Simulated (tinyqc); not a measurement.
## Read current of a NAND string, cells in series solved by shooting: read current against the number of cells

Cells in series, numbered from 0 at the source line (0 V) to the bit line, each followed by a gap resistance Rg. A cell with gate Vg, threshold VT, source Vs and drain Vd passes I = 2 nf K Vt^2 [F(Vs) - F(Vd)]/(1 + th max(Vg - VT, 0)), F(V) = ln^2(1 + exp((Vg - VT - nf V)/(2 nf Vt))). The selected cell has Vg = Vr, the others Vg = Vp.

For a trial current I start at 0 V and, cell by cell, solve for the drain: sqrt(F(Vd)) = sqrt(F(Vs) - I/k), k = 2 nf K Vt^2/(1 + th max(Vg - VT, 0)), Vd = [Vg - VT - 2 nf Vt ln(exp(sqrt F) - 1)]/nf, then add I Rg. The string current is the I for which the last node reaches Vbl. The apparent threshold is the Vr at which I = Is. Background: all other cells erased (VT = Ve) or all in the highest state (VT = Vh); ratio and shift are high over erased and high minus erased. The selected cell is in the middle, cell n/2.

Values chosen for this exercise; values of the order met in vertical NAND strings: temperature T = 300 K; gain factor of a cell K = 11 uA/V^2; slope factor nf = 2.2; mobility reduction factor th = 0.11 1/V; resistance of the gap between cells Rg = 15 kohm; bit-line voltage Vbl = 0.3 V; pass voltage Vp = 7.1 V; threshold of an erased cell Ve = -2.4 V; threshold of the highest state Vh = 4.5 V; threshold of the selected cell Vx = 1.1 V; sensing current Is = 10 nA; read voltage on the selected word line Vr = 2.17 V.

Constants: q = 1.602176634e-19 C, kB = 1.380649e-23 J/K, Vt = kB T/q. Results are converted to the units shown.

Result of one run:
```
n,"I, others erased (uA)","I, others high (uA)",ratio,"apparent VT, erased (V)","apparent VT, high (V)",background shift (mV)
16,0.4395,0.2610,0.5939,1.072,1.077,4.485
```

What becomes of these results when the number of cells n is changed from 16 to 128, all else the same?

Result of the changed run:
```
n,"I, others erased (uA)","I, others high (uA)",ratio,"apparent VT, erased (V)","apparent VT, high (V)",background shift (mV)
128,0.06477,0.03486,0.5383,1.115,1.152,37.07
```

The whole series:
```
n,"I, others erased (uA)","I, others high (uA)",ratio,"apparent VT, erased (V)","apparent VT, high (V)",background shift (mV)
8,0.7469,0.4851,0.6494,1.069,1.072,2.238
16,0.4395,0.2610,0.5939,1.072,1.077,4.485
32,0.2407,0.1355,0.5629,1.078,1.087,9.000
64,0.1263,0.06906,0.5467,1.091,1.109,18.20
96,0.08563,0.04634,0.5411,1.103,1.130,27.60
128,0.06477,0.03486,0.5383,1.115,1.152,37.07
192,0.04354,0.02332,0.5355,1.140,1.196,56.50
```

With erased neighbours the current falls from 0.747 to 0.0435 uA, as n^(-0.76) between the first two rows and n^(-0.98) between the last two (-1 once the series resistance rules). The ratio falls from 0.649 to 0.535 and the background shift rises from 2.24 to 56.5 mV.

Numbers from tinyqc (`OMP_NUM_THREADS=1 python tinyqc.py 2142024 2142025 out.jsonl`; about 0.5 s on one thread of a shared Intel Xeon 2.30GHz).
